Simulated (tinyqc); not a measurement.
Mass and optical strength against direction: two-band tight binding of a puckered layer.

With X = kx ax/2 and Y = ky ay/2: h = t2 + 2 cos(Y) (t1 exp(iX) + t3 exp(-iX)) + t5 exp(2iX), d = 4 t4 cos(X) cos(Y), H = [[d, h], [h*, d]], E = d -/+ |h|.

Inputs chosen for the exercise (near a published set for monolayer black phosphorus; not measured data): ax = 4.4 angstrom (period along x (armchair)); ay = 3.32 angstrom (period along y (zigzag)); t1 = -1.21 eV (along the zigzag); t2 = 3.671 eV (across the pucker); t3 = -0.215 eV (second in the sheet); t4 = -0.098 eV (same sublattice); t5 = -0.05 eV (far across).

masses (m0):
```
                x        y
electron  0.17287  0.85295
hole      0.18915  1.12501
```

chi = -4.59800 eV angstrom

Angle from x. 1/m(theta) = cos^2/mx + sin^2/my. Near Gamma only x-polarised light couples the bands, with strength chi^2 cos^2(theta), chi = ax (t1 - t3 + t5) = d Im(h)/dkx; the positions of the atoms inside the cell, which would change this dipole but not the masses, are left out. The last column is the transition energy at |k| = 0.1 1/angstrom from the full bands, less the gap.

Against angle:
```
theta (deg)  m_e (m0)  m_h (m0)  strength (eV^2 angstrom^2)  rise of the transition (eV)
0               0.173     0.189                       21.14                       0.3770
15              0.183     0.200                       19.73                       0.3582
30              0.216     0.239                       15.86                       0.3061
45              0.287     0.324                       10.57                       0.2330
60              0.430     0.503                        5.29                       0.1571
75              0.675     0.845                        1.42                       0.0998
85              0.828     1.084                        0.16                       0.0808
90              0.853     1.125                        0.00                       0.0784
```

What can be read from this table?

The light-mass direction rules: at 45 degrees the electron mass is still 0.287, 1.66 times the value along x, against 4.9 times at 90 degrees. At |k| = 0.1 the transition has risen 4.8 times as much along x as along y.

Program tinyqc; command `OMP_NUM_THREADS=1 python tinyqc.py 1482091 1482092 out.jsonl`; about 0.01 s on one thread of a shared Intel(R) Xeon(R) Processor @ 2.30GHz.
